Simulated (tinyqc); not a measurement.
# Saddle-point parameters from gate and bias data

Inverse problem. In a saddle-point contact at zero temperature mu - V0 = al (Vg - Vp), riser n is centred where this equals wy (n + 1/2), its largest slope is dg/dmu = pi/(2 wx) (neighbouring modes neglected), and in bias spectroscopy neighbouring risers meet at q V = wy. Find al, Vp and wx.

gate voltages at the middle of the first and second risers (V): -2.1016129  -2.0648387
largest dg/dVg on a riser = 83.956355 1/V
bias at which two neighbouring risers meet = 5.7 mV

Answer. The bias gives wy, the gate spacing then gives al = wy/(Vg2 - Vg1), and the slope gives wx = al pi/(2 dg/dVg).

lever arm al = 0.1550 eV/V
Vp = -2.120 V
wx = 2.900 meV

Computed by the program tinyqc: `OMP_NUM_THREADS=1 python tinyqc.py 2740135 2740136 out.jsonl`, one thread of a shared Intel Xeon 2.30GHz, about 0.06 s for the whole run.
